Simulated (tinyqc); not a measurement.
Free and trapped electrons in a MOS channel with a dense trap tail: one step of the calculation.

p-type body, charge-sheet picture, full ionisation (an idealisation for deep acceptors), Boltzmann statistics for free electrons. e = Ec - EF at the surface. Acceptor-like traps of density D(E) = D0 + De exp(-E/Ew) at depth E below Ec, from 0 to Eu, hold n_t = integral of D(E)/(1 + exp((e - E)/Vt)). psi = Eg - Vt ln(Nv/Na) - e; N_dep = sqrt(2 eps0 eps_r Na (psi - Vt)/q); n_f = sqrt(N_dep^2 + 2 eps0 eps_r Vt Nc exp(-e/Vt)/q) - N_dep; Vg = Vfb + psi + q (N_dep + n_t + n_f)/Cox, Cox = eps0 eox/tox.

Task. Charges and gate voltage. psi, N_dep, n_f and Vg as defined, with the n_t given; free share n_f/(n_f + n_t); apparent mobility mf n_f/(n_f + n_t); gate voltage spent on traps q n_t/Cox.

Parameters, values chosen for the exercise; band and dielectric values close to those of 4H silicon carbide:

| symbol | value | unit | meaning |
|---|---|---|---|
| T | 300 | K | temperature |
| Eg | 3.23 | eV | band gap |
| eps_r | 9.77 |  | relative permittivity |
| Nc | 1.73e19 | cm^-3 | conduction-band density of states at T |
| Nv | 2.46e19 | cm^-3 | valence-band density of states at T |
| eox | 3.9 |  | relative permittivity of the insulator |
| tox | 63 | nm | insulator thickness |
| Na | 5.4e15 | cm^-3 | acceptor density |
| Vfb | -2.49 | V | flat-band voltage without trapped charge |
| mf | 67 | cm^2/(V s) | mobility of free electrons |
| e | 0.066 | eV | Ec - EF at the surface |

Constants: q = 1.602176634e-19 C, kB = 1.380649e-23 J/K, Vt = kB T/q, eps0 = 8.8541878128e-14 F/cm where lengths are in cm. Results are converted to the units shown.

n_t = 1.1980744e12 cm^-2

Find: psi; N_dep; n_f; Vg; free share; apparent mobility; gate voltage spent on traps.

Result.

psi = 2.9462 V
N_dep = 4.1266e11 cm^-2
n_f = 3.2643e11 cm^-2
Vg = 6.1187 V
free share = 21.412 %
apparent mobility = 14.346 cm^2/(V s)
gate voltage spent on traps = 3.5020 V

Program tinyqc, `OMP_NUM_THREADS=1 python tinyqc.py 2222209 2222210 out.jsonl`; Intel Xeon 2.30GHz, shared host, one thread, about 0.02 s.
